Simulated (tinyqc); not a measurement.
Kinetic Monte Carlo and master equation for a particle on a ring of sites with traps and bias: one step, computed by the program tinyqc. Command: `OMP_NUM_THREADS=1 python tinyqc.py 3021716 3021717 out.jsonl kmc walk`. One thread of a shared host (Intel(R) Xeon(R) Processor @ 2.30GHz), about 0.09 s of CPU time with the checks.

8 sites on a ring, numbered 1 to 8. The saddle between i and i+1 lies at E0 + s b_i and site i at s eps_i; a force F tilts the landscape, with the saddle half-way.

Problem. Rate table. Rates: k(i to i+1) = nu exp(-(E0 + s b_i - s eps_i - F a/2)/(k_B T)), k(i to i-1) = nu exp(-(E0 + s b_(i-1) - s eps_i + F a/2)/(k_B T)). Share right = k right/(k right + k left); mean stay = 1/(k right + k left).

Inputs (values chosen for the exercise, for a model defect):
```
quantity                        value         unit
reference barrier E0             0.63           eV
scale factor s of the disorder      1            -
attempt frequency nu              1.4          THz
temperature T                     520            K
site spacing a                    2.3     angstrom
force F along the ring           0.03  eV/angstrom
```

Disorder: random barriers.

site energies eps_i (eV): 0  0  0  0  0  0  0  0

saddle shifts b_i between sites i and i+1 (eV): -0.034  -0.01  -0.033  0.036  -0.032  0.0034  0.014  0.027

Constants: k_B = 8.617333262e-05 eV/K.

Give: Rates, shares of right hops and mean stays.

Solution.

Rates, shares of right hops and mean stays:
```
site  k right (1/s)  k left (1/s)  share right  mean stay (s)
1         5.060e+06     2.781e+05       0.9479      1.873e-07
2         2.962e+06     1.085e+06       0.7319      2.471e-07
3         4.948e+06     6.350e+05       0.8863      1.791e-07
4         1.061e+06     1.061e+06       0.5000      4.713e-07
5         4.839e+06     2.275e+05       0.9551      1.974e-07
6         2.196e+06     1.038e+06       0.6791      3.092e-07
7         1.734e+06     4.709e+05       0.7864      4.536e-07
8         1.297e+06     3.717e+05       0.7773      5.993e-07
```

The particle stays longest on site 8, 3.3 times as long as on the quickest site.
